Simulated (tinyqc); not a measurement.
MOSFET in saturation, small-signal circuit and noise: effect of the overlap and fringe capacitance per side on speed and noise.

Bias by the inversion coefficient IC = I/Ispec (charge-based model with velocity saturation; weak inversion below 0.1, strong above 10). Common-source circuit: gm, gds, Cgs, Cgd and Cj at the inner nodes, Rg in series with the gate; quasi-static, no source or drain resistance, no gate-body capacitance, no substrate network, no induced gate noise, so fmax is an upper estimate.

Ispec = 2 n mu Cox (W/L) Vt^2, lc = Ls/L, gms = [sqrt((lc IC + 1)^2 + 4 IC) - 1]/[2 + lc (lc IC + 1)], gm = gms Ispec/(n Vt), gds = sg gm. qs = [sqrt(1 + 4 IC) - 1]/2, Cgs = Cox W L qs (2 qs + 3)/(3 (qs + 1)^2) + Cov W, Cgd = Cov W, Cd = Cj W, Rg = Rsh (Wf/L)/(12 Nf) + Rc/W with Nf = W/Wf fingers (not rounded) contacted at both ends. fT = gm/(2 pi (Cgs + Cgd)), fmax = fT/(2 sqrt(Rg (gds + 2 pi fT Cgd))). Channel noise Sid = 4 kB T gam n gm with gam = (1/2 + (2/3) qs)/(1 + qs) + gw lc IC, qs = [sqrt(1 + 4 IC) - 1]/2, lc = Ls/L (the last term an empirical rise with velocity saturation); at the gate, white noise Sw = Sid/gm^2 + 4 kB T Rg. Number fluctuation with correlated mobility: S(f) = K/f, K = q^2 Vt lt Nt/(W L Cox^2) (1 + ac mu Cox I/gm)^2, Vt in eV with Nt per eV. Corner fc = K/Sw. IC is held fixed.

Values chosen for this exercise:
- T = 350 K (temperature)
- L = 350 nm (gate length)
- W = 10 um (total gate width)
- Cox = 1.56 uF/cm^2 (gate capacitance)
- mu = 130 cm^2/(V s) (mobility)
- n = 1.31 (slope factor)
- Ls = 10 nm (velocity-saturation length)
- sg = 0.014 (ratio gds/gm)
- Cj = 0.55 fF/um (drain junction capacitance)
- Rsh = 8 ohm (sheet resistance of the gate)
- Wf = 1 um (finger width)
- Rc = 300 ohm um (gate contact and vertical resistance)
- IC = 0.098 (inversion coefficient)
- gw = 0.13 (short-channel excess of the noise factor)
- Nt = 2.3e17 cm^-3 eV^-1 (oxide trap density)
- lt = 0.1 nm (tunnelling length into the oxide)
- ac = 1000 V s/C (Coulomb scattering coefficient)

Constants: q = 1.602176634e-19 C, kB = 1.380649e-23 J/K, Vt = kB T/q. Results are converted to the units shown.

The same in every row: I (uA) = 1.353; Rg (ohm) = 30.19; sqrt(Sw) (nV/Hz^0.5) = 20.38; fc (MHz) = 0.05123.

Results:
```
Cov (fF/um)  fT (GHz)  fmax (GHz)
0.05           0.9286       46.12
0.15           0.6770       23.59
0.25           0.5326       16.33
0.45           0.3734       10.25
0.55           0.3248       8.655
0.65           0.2875       7.495
```

Estimate the missing row, Cov = 0.35 fF/um.

Computed row:
```
Cov (fF/um)  fT (GHz)  fmax (GHz)
0.35           0.4390       12.57
```

With this row back in the table: As Cov goes from 0.05 to 0.65 fF/um, fT falls from 0.929 to 0.287 GHz, fmax falls from 46.1 to 7.50 GHz, the white noise stays at 20.4 nV/Hz^0.5 and the corner stays at 0.0512 MHz. In every row fmax exceeds 4 fT, where channel resistance and substrate losses, left out here, would cap it.

Program tinyqc, `OMP_NUM_THREADS=1 python tinyqc.py 2150109 2150110 out.jsonl`; Intel Xeon 2.30GHz, shared host, one thread, about 0.01 s.
